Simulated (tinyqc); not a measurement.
Worked calculation: geometry optimisation on the RHF/6-31g surface (energies and gradients from PySCF), for H4, spin multiplicity 1. One step of it, computed by the program tinyqc.

Task: Step 2: move. Quasi-Newton step p = -H^(-1) g (the inverse Hessian comes from BFGS updates; coordinates in the order x, y, z of each atom); steps longer than 0.1 bohr are cut back (factor 0.142 here).

positions after step 1 (bohr):
```
            x          y          z
1H   0.087405  -0.067020   0.106040
2H   0.094179   0.031301   1.370742
3H  -0.116760   1.830175  -0.065437
4H   0.005096   1.820589   1.377890
```

gradient (hartree/bohr):
```
              x            y            z
1H  -0.01627637   0.18638115   0.01227955
2H  -0.01356449   0.19189010  -0.03002831
3H   0.01257455  -0.18611970  -0.03539571
4H   0.01726631  -0.19215155   0.05314448
```

inverse Hessian in use (bohr^2/hartree), lower triangle:
```
            1          2          3          4          5          6          7          8
1    1.666523
2   -0.001406   1.716790
3    0.001842  -0.018294   1.663682
4    0.000250  -0.005291   0.001196   1.667169
5    0.000575   0.029026  -0.020696  -0.003832   1.672914
6   -0.002214   0.019159   0.005192  -0.001095   0.023834   1.658625
7    0.000543  -0.003735  -0.001821   0.000152  -0.005492   0.002588   1.665896
8    0.000871  -0.044104   0.018759   0.004858  -0.022757  -0.020215   0.004164   1.704740
9    0.004574  -0.057584  -0.000487   0.004442  -0.055828   0.005107  -0.002795   0.056592
10  -0.000649   0.010433  -0.001218  -0.000904   0.008749   0.000722   0.000076  -0.009893
11  -0.000040  -0.035046   0.020231   0.004265  -0.012516  -0.022778   0.005064   0.028787
12  -0.004203   0.056719  -0.001720  -0.004543   0.052690  -0.002256   0.002028  -0.055136

            9         10         11        12
9    1.684963
10  -0.006221   1.668144
11   0.056820  -0.009289   1.685442
12  -0.022917   0.006717  -0.054273  1.693560
```

Give: positions after step 2.

Result:

positions after step 2 (bohr):
```
          x        y        z
1H   0.0913  -0.1159   0.1053
2H   0.0979  -0.0165   1.3755
3H  -0.1192   1.8783  -0.0507
4H  -0.0001   1.8691   1.3591
```
